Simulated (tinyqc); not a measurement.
# Diffused layer (Gaussian), carriers, mobility and sheet resistance with incomplete ionisation: two studies

A p-type layer from the surface x = 0 to the junction xj, N(x) = N0 exp(-(x/Ld)^2). Local neutrality (no depletion at surface or junction, no spilling of carriers), intrinsic carriers neglected, Boltzmann statistics.

Inputs (values chosen for the exercise); values close to those of aluminium in 4H silicon carbide over an n-type background:
```
symbol    value        unit                                 meaning
T           400           K                             temperature
Nb       1.1e14       cm^-3  background doping of the opposite type
N0       4.5e18       cm^-3             peak chemical concentration
m1         16.2  cm^2/(V s)           mobility limit at high doping
m2          126  cm^2/(V s)  mobility limit at low doping, at 300 K
Nr      1.78e19       cm^-3    reference doping of the mobility law
am        0.352                        exponent of the mobility law
bt          2.5                          temperature exponent of m2
Ns      1.03e20       cm^-3       solubility limit of active dopant
NB      3.86e19       cm^-3     valence-band density of states at T
Ei        0.205          eV   ionisation energy in the dilute limit
gd            4                      degeneracy factor of the level
ks            0       eV cm              lowering of Ei per N^(1/3)
Ld           61          nm            diffusion length 2 sqrt(D t)
```

Constants: q = 1.602176634e-19 C, kB = 1.380649e-23 J/K, Vt = kB T/q. Results are converted to the units shown.

Each table varies one quantity; the others keep the values above.

## Effect of the peak chemical concentration

xj = Ld sqrt(ln(N0/Nb)). Active dopant A = min(N, Ns); p solves p (p + Nb)/(A - Nb - p) = K, K = (NB/gd) exp(-E/Vt), E = max(Ei - ks A^(1/3), 0), so p = 2 K (A - Nb)/[Nb + K + sqrt((Nb + K)^2 + 4 K (A - Nb))]; mobility mu = m1 + (m2 (T/300 K)^(-bt) - m1)/(1 + ((A + Nb)/Nr)^am). Dose = integral of N, carrier sheet density = integral of p, 1/Rs = q integral of p mu, mean mobility 1/(q Rs sheet density), Hall mobility (unit Hall factor) = integral of p mu^2 over integral of p mu, Hall sheet density = (integral of p mu)^2/integral of p mu^2; all from 0 to xj. Integrals on 4000 steps.

Results:
columns A: N0 (cm^-3); B: xj (nm); C: dose (cm^-2); D: carriers (cm^-2); E: Rs (ohm/square); F: mean mobility (cm^2/(V s)); G: Rs xj (ohm nm); H: Hall/true sheet density
```
A           B         C         D        E      F        G       H
3.3e16  145.7  1.783e11  1.143e11  9.486e5  57.58  1.382e8  0.9998
9.1e16  158.1  4.918e11  2.370e11  4.683e5  56.24  7.404e7  0.9996
2.5e17  169.6  1.351e12  4.566e11  2.508e5  54.50  4.254e7  0.9993
6.7e17  180.1  3.622e12  8.244e11  1.446e5  52.36  2.604e7  0.9985
1.8e18  190.0  9.731e12  1.442e12  8.699e4  49.75  1.653e7  0.9973
1.4e19  209.1  7.568e13  4.324e12  3.358e4  42.99  7.022e6  0.9920
3.7e19  217.6  2.000e14  7.153e12  2.215e4  39.39  4.821e6  0.9880
1e20    225.9  5.406e14  1.190e13  1.470e4  35.69  3.322e6  0.9833
```

Estimate the missing row, N0 = 5e18 cm^-3.

Computed row:
columns A: N0 (cm^-3); B: xj (nm); C: dose (cm^-2); D: carriers (cm^-2); E: Rs (ohm/square); F: mean mobility (cm^2/(V s)); G: Rs xj (ohm nm); H: Hall/true sheet density
```
A         B         C         D        E      F        G       H
5e18  199.8  2.703e13  2.511e12  5.335e4  46.58  1.066e7  0.9952
```

With this row back in the table: As N0 goes from 3.3e16 to 1e20, xj rises from 146 to 226 nm, Rs falls from 9.49e5 to 14700 ohm/square, the mean mobility falls from 57.6 to 35.7 cm^2/(V s) and the share of the dose that conducts falls from 64.1 to 2.20 %. Rs goes as dose^(-0.70) at the low end and dose^(-0.41) at the high end; constant mobility and activation would give -1.

## Effect of the background doping of the opposite type

Same model as above.

xj = Ld sqrt(ln(N0/Nb)). Integrals on 4000 steps.

Effect of the background doping of the opposite type:
columns A: Nb (cm^-3); B: xj (nm); C: dose (cm^-2); D: carriers (cm^-2); E: Rs (ohm/square); F: mean mobility (cm^2/(V s)); G: Rs xj (ohm nm); H: Hall/true sheet density
```
A           B         C         D        E      F        G       H
1e14    199.7  2.433e13  2.374e12  5.602e4  46.93  1.119e7  0.9954
3.4e14  187.9  2.433e13  2.371e12  5.610e4  46.92  1.054e7  0.9955
1.2e15  175.0  2.433e13  2.361e12  5.637e4  46.89  9.864e6  0.9956
4e15    161.7  2.432e13  2.333e12  5.712e4  46.83  9.236e6  0.9958
1.4e16  146.6  2.431e13  2.249e12  5.949e4  46.66  8.718e6  0.9964
4.8e16  130.0  2.426e13  2.021e12  6.668e4  46.31  8.668e6  0.9973
1.6e17  111.4  2.409e13  1.508e12  9.053e4  45.70  1.009e7  0.9984
5.6e17  88.06  2.332e13  6.734e11  2.072e5  44.74  1.824e7  0.9994
```

What does the comparison show?

As Nb goes from 1e14 to 5.6e17, xj falls from 200 to 88.1 nm, Rs rises from 56000 to 2.07e5 ohm/square, the mean mobility falls from 46.9 to 44.7 cm^2/(V s) and the share of the dose that conducts falls from 9.76 to 2.89 %.

Program tinyqc, `OMP_NUM_THREADS=1 python tinyqc.py 2110003 2110004 out.jsonl`; Intel Xeon 2.30GHz, shared host, one thread, about 0.01 s.
